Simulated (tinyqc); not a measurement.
Limits against temperature: thermal and gravitational stress in a wafer during furnace and rapid thermal processing, and the onset of slip. Computed by tinyqc, a small Python program. Command: `OMP_NUM_THREADS=1 python tinyqc.py 3028858 3028859 out.jsonl slip walk`. One thread of a shared host (Intel(R) Xeon(R) Processor @ 2.30GHz), about 0.01 s of CPU time with the checks.

A thin free disc in plane stress, isotropic; T(r) = T_centre + dT (r/R)^n with n = 2. Stress is positive in tension; sigma_SB = 5.670374419e-8 W/(m^2 K^4), g = 9.80665 m/s^2.

Inputs (values chosen for the exercise, for a model wafer):
```
quantity,value,unit
wafer radius R,225,mm
thickness t,925,micrometre
Young's modulus E,146,GPa
expansion alpha,4.19,1e-6/K
prefactor A of the critical stress,0.0002,MPa
energy U of the critical stress,0.992,eV
density rho,2330,kg/m^3
heat capacity c,971,J/(kg K)
conductivity k,29,W/(m K)
wafer spacing s,13,mm
```

Constants: k_B = 8.617333262e-05 eV/K.

Method. Critical resolved stress tau_c = A exp(U/(k_B T)), a form chosen for the exercise; slip when 0.492799 |s_tt(R)| > tau_c; allowed |dT| = tau_c (n + 2)/(0.492799 n alpha E). In a stack heated from the rim, heat flows inward by conduction and by radiation between wafers: k_eff = k + (16/3) sigma_SB T^3 s^2/t (a diffusion estimate with the spacing as path length). A steady ramp gives the parabolic lag dT = rho c (ramp) R^2/(4 k_eff); the allowed ramp uses n = 2.

For the parabolic profile:
```
T (K),tau_c (MPa),allowed |dT| (K),k_eff (W/(m K)),allowed ramp (K/min)
1050,11.546,76.597,92.96,14.921
1125,5.559,36.880,107.67,8.321
1200,2.933,19.455,124.48,5.075
1275,1.668,11.065,143.52,3.328
1350,1.010,6.701,164.94,2.316
1425,0.645,4.278,188.88,1.693
1500,0.431,2.856,215.48,1.290
```

What follows from these numbers?

From 1050 to 1500 K the allowed difference falls 27 times and the allowed ramp 12 times; radiation, which grows as T^3, gives back a factor 2.32. Ramps must slow as the wafer gets hotter.
